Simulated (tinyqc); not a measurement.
Plane-wave Kohn-Sham cycle with exchange-only LDA in a layered model solid, step by step. Computed by tinyqc, a small Python program that keeps every step. Settings: points = 16, plane-wave index or count = 3, electrons = 2, k points = 4, area = 12.0, mixing = 1.0, iteration cap = 53. Command: `OMP_NUM_THREADS=1 python tinyqc.py 23941 23942 out.jsonl` (the two numbers bound the seeds that draw the settings). One thread of a shared host (Intel(R) Xeon(R) Processor @ 2.60GHz), about 0.04 s of CPU time with the checks.

A solid whose potential varies along x alone (atomic units):
```
parameter                      value
period a                   10.700000
cross-section of the cell  12.000000
electrons per cell                 2
grid points                       16
plane waves -n..n, n               3
k points                           4
V1 in V1 cos(2 pi x/a)     -0.530000
V2 in V2 cos(4 pi x/a)      0.080000
```

Stop when sqrt(dV sum R^2) is below 1e-8, dV = a A/N.

Course of the cycle:
```
iteration  E (hartree)  norm of the residual
1          -0.96417632              2.09e-01
2          -1.00592879              3.19e-01
3          -1.78278599              3.47e-01
4          -1.15750567              3.55e-01
5          -1.89899816              3.57e-01
6          -1.16359077              3.57e-01
7          -1.90330621              3.57e-01
8          -1.16378752              3.57e-01
9          -1.90344554              3.57e-01
10         -1.16379383              3.57e-01
11         -1.90345000              3.57e-01
...                ...                   ...
43         -2.27658499              4.22e-01
44         -1.92066778              4.26e-01
45         -2.17783268              4.28e-01
46         -2.03027980              4.28e-01
47         -2.12578123              4.28e-01
48         -2.06866265              4.28e-01
49         -2.10435679              4.29e-01
50         -2.08268185              4.28e-01
51         -2.09606841              4.29e-01
52         -2.08788940              4.29e-01
53         -2.09291925              4.29e-01
```

Can the last value be used, and what does the course show?

Not by the stop rule. Not converged within 53 iterations: the residual has stopped falling. Reruns (cap 100 unless said): mixing 0.1: not converged; mixing 0.5, Kerker q0 1.0: converged in 62 (E = -0.59539); mixing 0.3, Pulay depth 5: converged in 11 (E = -0.59539); the original settings with a cap of 400: not converged.
